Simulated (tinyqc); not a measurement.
Capacitance measurement on a leaky thin oxide: effects of series resistance and leakage: two steps of the calculation.

The device is a capacitance C in parallel with a leakage conductance G, in series with Rs and Ls. An impedance meter reports either a parallel pair (Cp, Gp) from Y = 1/Z = Gp + i w Cp or a series pair (Cs, Rm) from Z = Rm + 1/(i w Cs); w = 2 pi f, dissipation D = Gp/(w |Cp|).

Values chosen for this exercise; values of the order met in thin-oxide MOS capacitors: relative permittivity of the gate insulator (close to silicon dioxide) eox = 3.9; insulator thickness tox = 3 nm; gate area A = 10000 um^2; oxide-equivalent thickness added by the accumulation layer zc = 0.55 nm; oxide-equivalent thickness added by gate depletion zp = 0.25 nm; gate leakage current density, not matched to the thickness Jg = 0.03 A/cm^2; voltage for an e-fold rise of the leakage Vs = 0.41 V; series resistance Rs = 540 ohm; series inductance Ls = 0 nH; measuring frequency f = 50000 Hz.

Constants: eps0 = 8.8541878128e-14 F/cm where lengths are in cm. Results are converted to the units shown.

Problem 1. True capacitance and conductance. EOT = 3.9 tox/eox; CET = EOT + zc + zp; C = 3.9 eps0 A/CET; G = Jg A/Vs.

Wanted: EOT; CET; C; G.

Solution 1.

EOT = 3.000 nm
CET = 3.800 nm
C = 90.87 pF
G = 7.317 uS

Problem 2. What the meter reports. Z = Rs + i w Ls + 1/(G + i w C).

C = 90.871928 pF
G = 7.3170732 uS

Wanted: Z; Cp; Gp; Cs; D.

Solution 2.

Z = (0.896-3.287i) x 1e4 ohm
Cp = 90.14 pF
Gp = 7.723 uS
Cs = 96.84 pF
D = 0.2727

Cp is 0.81 % below C and Cs is 6.6 % above it; G Rs = 0.00395, w C Rs = 0.0154 and G/(w C) = 0.256.

tinyqc, about 0.01 s, one thread, Intel Xeon 2.30GHz (shared host): `OMP_NUM_THREADS=1 python tinyqc.py 2022145 2022146 out.jsonl`
